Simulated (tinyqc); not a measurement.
# Read current of a NAND string, cells in series solved by shooting: read current against the number of cells

Cells in series, numbered from 0 at the source line (0 V) to the bit line, each followed by a gap resistance Rg. A cell with gate Vg, threshold VT, source Vs and drain Vd passes I = 2 nf K Vt^2 [F(Vs) - F(Vd)]/(1 + th max(Vg - VT, 0)), F(V) = ln^2(1 + exp((Vg - VT - nf V)/(2 nf Vt))). The selected cell has Vg = Vr, the others Vg = Vp.

For a trial current I start at 0 V and, cell by cell, solve for the drain: sqrt(F(Vd)) = sqrt(F(Vs) - I/k), k = 2 nf K Vt^2/(1 + th max(Vg - VT, 0)), Vd = [Vg - VT - 2 nf Vt ln(exp(sqrt F) - 1)]/nf, then add I Rg. The string current is the I for which the last node reaches Vbl. The apparent threshold is the Vr at which I = Is. Background: all other cells erased (VT = Ve) or all in the highest state (VT = Vh); ratio and shift are high over erased and high minus erased. The selected cell is in the middle, cell n/2.

Values chosen for this exercise; values of the order met in vertical NAND strings:
```
symbol,value,unit,meaning
T,300,K,temperature
K,20,uA/V^2,gain factor of a cell
nf,1.5,,slope factor
th,0.03,1/V,mobility reduction factor
Rg,27,kohm,resistance of the gap between cells
Vbl,0.3,V,bit-line voltage
Vp,8,V,pass voltage
Ve,-1.8,V,threshold of an erased cell
Vh,3.9,V,threshold of the highest state
Vx,2,V,threshold of the selected cell
Is,50,nA,sensing current
Vr,2.89,V,read voltage on the selected word line
```

Constants: q = 1.602176634e-19 C, kB = 1.380649e-23 J/K, Vt = kB T/q. Results are converted to the units shown.

Read current against the number of cells:
columns A: n; B: I, others erased (uA); C: I, others high (uA); D: ratio; E: apparent VT, erased (V); F: apparent VT, high (V); G: background shift (mV)
```
A          B        C       D      E      F      G
8     0.8802   0.7598  0.8632  2.066  2.068  2.137
16    0.4913   0.4130  0.8406  2.076  2.080  4.284
32    0.2607   0.2158  0.8277  2.096  2.105  8.617
64    0.1345   0.1104  0.8207  2.137  2.155  17.57
96   0.09060  0.07415  0.8183  2.178  2.207  28.95
128  0.06832  0.05582  0.8171  2.224  2.297  72.43
```

What does the table show?

With erased neighbours the current falls from 0.880 to 0.0683 uA, as n^(-0.84) between the first two rows and n^(-0.98) between the last two (-1 once the series resistance rules). The ratio falls from 0.863 to 0.817 and the background shift rises from 2.14 to 72.4 mV.

Numbers from tinyqc (`OMP_NUM_THREADS=1 python tinyqc.py 2142264 2142265 out.jsonl`; about 0.6 s on one thread of a shared Intel Xeon 2.30GHz).
